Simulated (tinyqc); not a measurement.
# Worked calculation: two-diode model of a solar cell

Program tinyqc, `OMP_NUM_THREADS=1 python tinyqc.py 2280033 2280034 out.jsonl`; Intel Xeon 2.30GHz, shared host, one thread, about 0.01 s. Printed values are rounded.

J is the current delivered and Vj = V + J Rs the junction voltage. J = X JL - J01 (exp(Vj/(n1 Vt)) - 1) - J02 (exp(Vj/(2 Vt)) - 1) - Vj/Rp. The photocurrent does not depend on voltage.

Values chosen for this exercise; values of the order met in cells of germanium:

| symbol | value | unit | meaning |
|---|---|---|---|
| T | 300 | K | temperature |
| JL | 44.2 | mA/cm^2 | photocurrent at one sun |
| X | 50 | suns | concentration |
| J01 | 2.4e-5 | A/cm^2 | saturation current of the first diode |
| n1 | 1 |  | ideality factor of the first diode |
| Rs | 0.022 | ohm cm^2 | series resistance |
| Rp | 2000 | ohm cm^2 | shunt resistance |
| Pin | 100 | mW/cm^2 | incident power at one sun |
| J02 | 4.9e-5 | A/cm^2 | saturation current of the second diode (ideality 2) |

Constants: q = 1.602176634e-19 C, kB = 1.380649e-23 J/K, Vt = kB T/q. Results are converted to the units shown.

## Starting value

Vj = 0.27 V.

Vj at the start = 0.27 V

## Iteration 1: new Vj

Maximum power: dP/dVj = f = J (1 + 2 Rs G) - G Vj = 0. G = -dJ/dVj = J01 exp(Vj/(n1 Vt))/(n1 Vt) + J02 exp(Vj/(2 Vt))/(2 Vt) + 1/Rp. H = dG/dVj; f' = -2 G - 2 Rs G^2 + (2 Rs J - Vj) H; Vj(new) = Vj - f/f'.

J = 1376.698 mA/cm^2
G = 32.05606 S/cm^2
H = 1236.568 S/(cm^2 V)
f = -5336.652 mA/cm^2
f' = -368.2947 S/cm^2
Vj after iteration 1 = 0.2555098 V

## Iteration 2: new Vj

As before.

J = 1732.554 mA/cm^2
G = 18.33412 S/cm^2
H = 706.6095 S/(cm^2 V)
f = -1554.340 mA/cm^2
f' = -178.1375 S/cm^2
Vj after iteration 2 = 0.2467843 V

## Course of the iteration

Stop when the step is below 1e-10 V, or after 60 iterations.

Course of the iteration:
```
iteration  Vj before the step (V)   step (V)
1                            0.27    -0.0145
2                       0.2555098   -8.73e-3
3                       0.2467843   -2.46e-3
4                       0.2443229   -1.57e-4
5                       0.2441662   -5.87e-7
6                       0.2441657  -8.20e-12
```

Converged in 6 iterations.

## Figures of merit

Jsc at V = 0, Voc at J = 0, the maximum power point where J (1 + 2 Rs G) = G Vj with G = -dJ/dVj; FF = Vmp Jmp/(Voc Jsc); efficiency Vmp Jmp/(X Pin). Empirical fill factor without parasitics FF0 = (v - ln(v + 0.72))/(v + 1), v = Voc/(n1 Vt).

Jsc = 2209.766 mA/cm^2
Voc = 0.2953252 V
Vmp = 0.2023427 V
Jmp = 1901.043 mA/cm^2
FF = 0.5894307
efficiency = 7.693244 %
FF0 = 0.7185369

FF is 18 % below FF0. Removing one loss at a time changes the efficiency by: series resistance +1.67, second diode +0.02, shunt +0.00 points.
